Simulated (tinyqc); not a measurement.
Thin-film optics by transfer matrices, step by step. Values are carried at full precision from step to step, so a last printed digit may differ when a step is redone from the rounded ones.

Indices N = n + i k. Snell: N0 sin(theta) = N_j sin(theta_j), with Im(N_j cos theta_j) >= 0. Admittance y_j = N_j cos theta_j for s and N_j/cos theta_j for p. Phase delta_j = 2 pi N_j cos theta_j d_j/lambda. Layer matrix [[cos delta, -i sin delta/y], [-i y sin delta, cos delta]], multiplied from the top down to M. (B, C) = M (1, y_sub); r = (y0 B - C)/(y0 B + C), R = |r|^2, T = 4 Re y0 Re y_sub/|y0 B + C|^2, absorbed in the films 1 - R - T.

Values chosen for the exercise (indices near those of polySi, SiO2 on Si; the results hold for these values, not for the real material): lam = 633 nm (vacuum wavelength); n0 = 1 (ambient index); n = (3.996, 1.456, 3.882) (n of polySi, SiO2, substrate); k = (0.038, 0, 0.02) (k in the same order); d = (12.9, 19.4) nm (thicknesses, top first); theta = 65 degrees (angle of incidence); pol = s (polarisation).

## Angles, admittances and phases

Form cos theta_j, y_j and delta_j.

cos theta_j: ambient 0.4226, film 1 0.9739+0.0005i, film 2 0.7826, substrate 0.9724+0.0003i

y_j: ambient 0.4226, film 1 3.8919+0.0390i, film 2 1.1395, substrate 3.7747+0.0206i

delta_j (rad): film 1 0.4983+0.0050i, film 2 0.2194

## Layer matrices and their product

Form each matrix and multiply from the top down.

matrix of film 1:
```
                1                2
1  0.8784-0.0024i  -0.0001-0.1228i
2  0.0357-1.8600i   0.8784-0.0024i
```

matrix of film 2:
```
          1         2
1    0.9760  -0.1910i
2  -0.2481i    0.9760
```

M:
```
                1                2
1  0.8269-0.0023i  -0.0006-0.2877i
2  0.0343-2.0333i   0.5020-0.0092i
```

Each matrix has determinant 1, and so has M.

## Reflection and transmission

Close the stack on the substrate.

B, C: 0.8307-1.0882i  1.9294-2.0576i

r = -0.6606-0.0286i
R = 0.4371
T into the substrate = 0.5530
absorbed in the films = 0.0098

The bare substrate would reflect 0.6378.

## Ellipsometric angles

Ellipsometry: rho = tan(Psi) exp(i Delta) = -conj(r_p/r_s) with the r of the admittance formula, Delta in 0 to 360 degrees, so that a bare dielectric at small angles gives Delta = 180.

Repeat the steps for both polarisations.

r_s = -0.6606-0.0286i
r_p = -0.0971-0.0421i
Psi = 9.10 degrees
Delta = 159.03 degrees

## Checks

- R against the recursion of Airy sums from the substrate up: both 0.43715.

Computed by tinyqc, a small Python program: `OMP_NUM_THREADS=1 python tinyqc.py 1682504 1682505 out.jsonl` (the numbers bound the seed that draws the inputs); one thread of a shared host (Intel(R) Xeon(R) Processor @ 2.30GHz), about 0.01 s for the whole set of steps.
